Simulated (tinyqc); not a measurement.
# AlGaN/GaN HEMT with access regions, lumped model: effect of the aluminium share of the barrier

A polarisation-induced electron sheet under a Schottky gate, in series with two ungated access regions and contacts. Drift law v = mu E/(1 + mu E/vs) under the gate. Currents in mA/mm, resistances in ohm mm. No self-heating, no channel-length modulation; fits for polarisation, barrier and offset are chosen for the exercise.

sigma = (5e13 x + 1.6e13 x^2) cm^-2, phiB = 0.84 + 1.3 x, dEc = 0.7 (1.71 x + x^2) in volts, Cb = eps0 eps_r/d, VT = phiB - dEc - q sigma/Cb, access density n0 = -Cb VT/q. Access resistance R(L, n) = L/(q mu n sqrt(1 - (I/(q n vs))^2)); Rs = Rc + R(Ls, n0), Rd = Rc + R(Ld, (1 - ft) n0). Vg' = Vg - I Rs, Vd' = Vd - I (Rs + Rd); with u = Vg' - VT, Vc = vs Lg/mu and w the smaller of Vd' and Vc [sqrt(1 + 2 u/Vc) - 1] (0 if negative), the channel gives (mu Cb/Lg)(u w - w^2/2)/(1 + w/Vc). I equals that channel current. Isat is I at Vd = 10 V, gm = dIsat/dVg, Ron the limit of Vd/I at small Vd.

Values chosen for this exercise; values close to those of AlGaN/GaN structures:
```
symbol  value        unit                                               meaning
d          20          nm                                     barrier thickness
eps_r     9.1                      relative permittivity of barrier and channel
mu       1800  cm^2/(V s)                                      channel mobility
vs      1.3e7        cm/s                                   saturation velocity
Lg       0.25          um                                           gate length
Ls          1          um                                  source access length
Ld         12          um                                   drain access length
Rc       0.57      ohm mm                            resistance of each contact
ft          0              share of the drain-access electrons removed by traps
Vg          0           V                                          gate voltage
```

Constants: q = 1.602176634e-19 C, eps0 = 8.8541878128e-14 F/cm where lengths are in cm. Results are converted to the units shown.

Effect of the aluminium share of the barrier:
```
x     VT (V)  n0 (cm^-2)  Ron (ohm mm)  Isat (mA/mm)  gm (mS/mm)
0.12  -1.636    4.112e12         12.31         339.1       233.6
0.17  -2.727    6.857e12         7.840         670.7       268.7
0.22  -3.854    9.690e12         5.881          1038       289.5
0.27  -5.016    1.261e13         4.783          1433       303.7
0.32  -6.213    1.562e13         4.081          1849       314.2
0.37  -7.446    1.872e13         3.594          2249       142.5
0.42  -8.714    2.191e13         3.237          2587       75.64
```

What does the comparison show, and why?

As x goes from 0.12 to 0.42, Ron falls from 12.3 to 3.24 ohm mm, Isat rises from 339 to 2590 mA/mm and gm goes from 234 through a maximum of 314 (at x = 0.32 among the rows listed) to 75.6 mS/mm. VT falls from -1.64 to -8.71 V. For x = 0.17 to 0.42 the power passes 5 W/mm, where self-heating, left out here, lowers the current. For x = 0.37 to 0.42 the gated channel is not yet saturated at 10 V, because the access regions take the voltage, and gm drops.

tinyqc, about 0.02 s, one thread, Intel Xeon 2.30GHz (shared host): `OMP_NUM_THREADS=1 python tinyqc.py 2570036 2570037 out.jsonl`
